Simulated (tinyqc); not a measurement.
Long-channel MOSFET, surface-potential model: two steps of the calculation.

n-channel transistor on a uniformly doped p-type body, gradual-channel approximation, constant mobility, Boltzmann statistics, full ionisation. Potentials are counted from the neutral body; V is the electron quasi-Fermi potential, Vsb at the source and Vsb + Vds at the drain. Charges are magnitudes per area.

Inputs (values chosen for the exercise); material values close to those of gallium nitride: temperature T = 325 K; flat-band voltage Vfb = -1.38 V; channel mobility mu = 280 cm^2/(V s); gate width W = 20 um; gate length L = 1 um; source-body reverse bias Vsb = 0.3 V; gate-source voltage Vgs = 2.35 V; drain-source voltage Vds = 0.5 V.

Constants: q = 1.602176634e-19 C, kB = 1.380649e-23 J/K, Vt = kB T/q. Results are converted to the units shown.

Problem 1. Surface potential at the source by Newton steps. With V = Vsb: G = psi - Vt + Vt e, e = exp((psi - 2 phiF - Vsb)/Vt); f = Vgs + Vsb - Vfb - psi - gamma sqrt(G); f' = -1 - gamma (1 + e)/(2 sqrt(G)); psi(new) = psi - f/f'.

psi after iteration 1 = 3.6186274 V
phiF = 1.5319366 V
gamma = 0.10259921 V^0.5

Find: G; f; f'; psi after iteration 2.

Solution 1.

G = 253.47 V
f = -1.2221 V
f' = -29.752
psi after iteration 2 = 3.5776 V

Problem 2. Pao-Sah current by Simpson's rule. I = mu (W/L) integral of Qi dV; Simpson's rule on the 9 points, step Vds/8, weights 1, 4, 2, ..., 4, 1 times step/3.

Qi, Pao-Sah, point 0 to 8 (nC/cm^2): 194.41082  157.23954  121.09861  86.482106  54.346147  26.769775  8.0979480  1.2709300  0.14526204

Give: Pao-Sah current.

Solution 2.

Pao-Sah current = 192.35 uA

Gauss-Legendre quadrature on many points gives 192.3 uA, so this value is 0.016 % above it; the charge-sheet current, 184.4 uA, is 4.1 % below it.

Program tinyqc, `OMP_NUM_THREADS=1 python tinyqc.py 2360061 2360062 out.jsonl`; Intel Xeon 2.30GHz, shared host, one thread, about 0.04 s.
